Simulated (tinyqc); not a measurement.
The solidus: solid solubility of a dopant against its melt (retrograde solidus), clustering and the electrically active fraction. Computed by tinyqc, a small Python program. Command: `OMP_NUM_THREADS=1 python tinyqc.py 3004915 3004916 out.jsonl retro walk`. One thread of a shared host (Intel(R) Xeon(R) Processor @ 2.30GHz), about 0.01 s of CPU time with the checks.

Inputs (values chosen for the exercise, of the order of those of copper in silicon for the solubility):

| quantity | value | unit |
|---|---|---|
| melting point of the host T_m | 1687 | K |
| heat of melting of the host H_f | 50.2 | kJ/mol |
| interaction L of the melt | -11 | kJ/mol |
| enthalpy of transfer from melt to solid H | 1.46 | eV |
| entropy of transfer S | 2.87 | k_B |
| site density N0 | 5e+22 | 1/cm^3 |

Constants: R = 8.314462618 J/(mol K); k_B = 8.617333262e-05 eV/K; e = 1.602176634e-19 C; N_A = 6.02214076e+23 1/mol.

Method. x_l and x_s are atom fractions of the dopant in melt and solid; the solid is dilute. Liquidus of the host: R T ln(1 - x_l) + L x_l^2 = -H_f (1 - T/T_m). Distribution: k = x_s/x_l = exp[L (1 - x_l)^2/(R T)] exp(S/k_B - H/(k_B T)), the first factor being the activity coefficient in the melt. Solubility = x_s N0; at T_m x_l = 0. The largest x_s N0 between 900 K and T_m. For an ideal melt with constant heats the maximum has x_l = H_f/(H + H_f), H in the same units.

largest solubility = 2.26904e+18 1/cm^3

temperature of the maximum = 1538.78 K

Against temperature:

| T (K) | x_l | k | solubility (1/cm^3) | over the maximum |
|---|---|---|---|---|
| 1000 | 0.80036 | 7.3358e-07 | 2.9357e+16 | 0.01294 |
| 1100 | 0.72252 | 3.2889e-06 | 1.1881e+17 | 0.05236 |
| 1200 | 0.63501 | 1.1244e-05 | 3.5699e+17 | 0.15733 |
| 1300 | 0.53759 | 3.1036e-05 | 8.3423e+17 | 0.36766 |
| 1400 | 0.42877 | 7.1901e-05 | 1.5414e+18 | 0.67934 |
| 1500 | 0.30514 | 1.4325e-04 | 2.1856e+18 | 0.96323 |
| 1580 | 0.19092 | 2.2458e-04 | 2.1437e+18 | 0.94478 |
| 1640 | 0.09138 | 2.9550e-04 | 1.3502e+18 | 0.59503 |
| 1675 | 0.02484 | 3.3678e-04 | 4.1827e+17 | 0.18434 |

What follows from these numbers?

Between the first rows the Arrhenius energy of the solubility is 1.33 eV, against H = 1.46 eV; it shrinks to zero at 1539 K and turns negative beyond. A crystal saturated at the maximum precipitates dopant-rich liquid on cooling and on heating alike. Below a eutectic or compound temperature another phase would set the limit.

Extremes, crossings and ranges named in words are read from the listed rows.
